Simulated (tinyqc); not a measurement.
Van der Pauw, Hall and four-point-probe measurements on a doped layer: two steps of the calculation.

A uniform n-type layer with sheet resistance Rs = 1/(q ns mu), point contacts, low field (mu B small).

Parameters, values chosen for the exercise:
- rH = 1 (Hall factor)
- B = 0.55 T (magnetic field)
- I = 1000 uA (current)
- t = 10 nm (thickness of the layer)

Constants: q = 1.602176634e-19 C. Results are converted to the units shown.

Problem 1. New z. The van der Pauw equation exp(-pi RA z) + exp(-pi RB z) = 1 is solved for z = 1/Rs: e1 = exp(-pi RA z), e2 = exp(-pi RB z), f = e1 + e2 - 1, f' = -pi (RA e1 + RB e2), z(new) = z - f/f'.

z at the start = 23.025772 mS
RA = 1.3347184 ohm
RB = 17.829512 ohm

Find: e1; e2; f; f'; z after iteration 1.

Solution 1.

e1 = 0.90796
e2 = 0.27534
f = 0.18331
f' = -0.019230 kohm
z after iteration 1 = 32.558 mS

Problem 2. Sheet density, mobility and bulk values. Rs = 1/z; Hall sheet density B I/(q |VH|); Hall mobility |VH|/(Rs B I); true values ns = rH times the Hall density, mu = Hall mobility/rH; bulk density ns/t, resistivity Rs t; correction factor F = Rs/[(pi/ln 2)(RA + RB)/2].

converged z = 35.376060 mS
VH = -0.071517291 mV
RA = 1.3347184 ohm
RB = 17.829512 ohm

Find: Rs; Hall sheet density; Hall mobility; ns; mu; bulk density; resistivity; F.

Solution 2.

Rs = 28.27 ohm/square
Hall sheet density = 4.800e15 cm^-2
Hall mobility = 46.00 cm^2/(V s)
ns = 4.800e15 cm^-2
mu = 46.00 cm^2/(V s)
bulk density = 4.800e21 cm^-3
resistivity = 2.827e-5 ohm cm
F = 0.6509

Numbers from tinyqc (`OMP_NUM_THREADS=1 python tinyqc.py 2850142 2850143 out.jsonl`; about 0.01 s on one thread of a shared Intel Xeon 2.30GHz).
